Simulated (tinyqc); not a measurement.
# Worked calculation: frequency dispersion of an accumulation capacitance by border traps, distributed model

Computed by the program tinyqc: `OMP_NUM_THREADS=1 python tinyqc.py 2202015 2202016 out.jsonl`, one thread of a shared Intel Xeon 2.30GHz, about 0.5 s for the whole run. Printed values are rounded.

Traps spread evenly through the insulator exchange electrons with the semiconductor by tunnelling, with tau(x) = t0 exp(2 ka x) at depth x from the interface. The admittance per area Y seen at depth x obeys dY/dx = -Y^2/(i w eps0 eox) + q Nb ln(1 + i w tau)/tau, with Y(0) = i w Cs and w = 2 pi f; the gate sees Y(tox) = G + i w C. Working variable y = Y/(i w), in uF/cm^2. Cox = eps0 eox/tox.

Inputs (values chosen for the exercise); permittivity close to that of silicon dioxide:
- eox = 4.05 (relative permittivity of the insulator)
- tox = 7.5 nm (insulator thickness)
- Cs = 1.9 uF/cm^2 (semiconductor capacitance in accumulation)
- Nb = 9.1e19 cm^-3 eV^-1 (density of border traps)
- ka = 4 1/nm (decay constant of the wave function in the insulator)
- t0 = 3e-11 s (time constant of a trap at the interface)
- f = 1e5 Hz (frequency)
- xe = 2 nm (depth down to which the steps are taken)

Constants: q = 1.602176634e-19 C, eps0 = 8.8541878128e-14 F/cm where lengths are in cm. Results are converted to the units shown.

## Scales and lumped estimate

Cox; trap-free value 1/(1/Cox + 1/Cs); response depth d = ln(1/(w t0))/(2 ka), where w tau = 1; lumped estimate: all traps within d act as C_bt = q Nb d placed at d/2, so C = 1/{1/[1/(1/Cs + d/(2 eps0 eox)) + C_bt] + (tox - d/2)/(eps0 eox)}.

Cox = 0.478126 uF/cm^2
trap-free C = 0.381998 uF/cm^2
d = 1.35988 nm
C_bt = 1.98268 uF/cm^2
lumped C = 0.455002 uF/cm^2

The traps within reach amount to 1.04 Cs and lie in the first 18.1 % of the insulator.

## Midpoint steps through the active depth

In terms of y: dy/dx = -y^2/(eps0 eox) + s(x), s = q Nb ln(1 + z)/z, z = i w tau. 10 midpoint steps of h = xe/10: y_half = y + (h/2) y'(x, y), y(new) = y + h y'(x + h/2, y_half).

| point | x (nm) | s (uF/(cm^2 nm)) | y (uF/cm^2) |
|---|---|---|---|
| 0 | 0 | 1.45798-0.00001i | 1.90000+0.00000i |
| 1 | 0.2 | 1.45798-0.00007i | 1.98058-0.00001i |
| 2 | 0.4 | 1.45798-0.00034i | 2.04527-0.00003i |
| 3 | 0.6 | 1.45798-0.00167i | 2.09687-0.00017i |
| 4 | 0.8 | 1.45792-0.00827i | 2.13778-0.00084i |
| 5 | 1 | 1.45645-0.04090i | 2.17003-0.00414i |
| 6 | 1.2 | 1.42200-0.19541i | 2.19401-0.02035i |
| 7 | 1.4 | 0.99760-0.56310i | 2.18473-0.08760i |
| 8 | 1.6 | 0.30437-0.41247i | 2.04688-0.16697i |
| 9 | 1.8 | 0.06645-0.15182i | 1.86322-0.17784i |
| 10 | 2 | 0.01362-0.04458i | 1.69544-0.16005i |

## Capacitance and conductance at the gate

y at xe = 1.69544-0.16005i uF/cm^2

Beyond xe the traps are ignored, so 1/y(tox) = 1/y(xe) + (tox - xe)/(eps0 eox); C = Re y, G/w = -Im y, loss tangent G/(w C).

y at the gate = 0.471741-0.012289i uF/cm^2
C = 0.471741 uF/cm^2
G/w = 0.0122894 uF/cm^2
loss tangent = 0.0260511

A fine integration over the whole insulator gives C = 0.47245 and G/w = 0.01291 uF/cm^2; the coarse G/w is 4.8 % below that. The fine C is 24 % above the trap-free value, and the lumped estimate is 3.7 % below the fine result.
